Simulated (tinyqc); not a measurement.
Metal gate on a two-layer dielectric stack with fixed charge and a dipole: one step of the calculation.

Gate, layer 2, layer 1, p-type semiconductor; x runs from the gate inwards. Charges are counted in units of +q. psi is the band bending at the surface, positive towards inversion. Classical charge, Boltzmann statistics, no interface traps.

Question. Charge in the semiconductor. ni = sqrt(Nc Nv) exp(-Eg/(2 Vt)), Eg in volts. Qs = -sign(psi) sqrt(2 q eps0 eps_r Na Vt [exp(-u) + u - 1 + (ni/Na)^2 (exp(u) - u - 1)]), u = psi/Vt.

Inputs (values chosen for the exercise); band and dielectric values close to those of silicon, layer 1 close to silicon nitride, layer 2 close to aluminium oxide: temperature T = 250 K; band gap Eg = 1.12 eV; relative permittivity eps_r = 11.9; conduction-band density of states at T Nc = 2.14e19 cm^-3; valence-band density of states at T Nv = 2.02e19 cm^-3; acceptor density Na = 1.4e18 cm^-3; band bending psi of the working point ps = 1.129 V.

Constants: q = 1.602176634e-19 C, kB = 1.380649e-23 J/K, Vt = kB T/q, eps0 = 8.8541878128e-14 F/cm where lengths are in cm. Results are converted to the units shown.

Wanted: Qs.

Answer.

Qs = -1.9834 uC/cm^2

The surface is in strong inversion: psi exceeds 2 Vt ln(Na/ni) = 1.00 V.

tinyqc, about 0.01 s, one thread, Intel Xeon 2.30GHz (shared host): `OMP_NUM_THREADS=1 python tinyqc.py 2010129 2010130 out.jsonl`
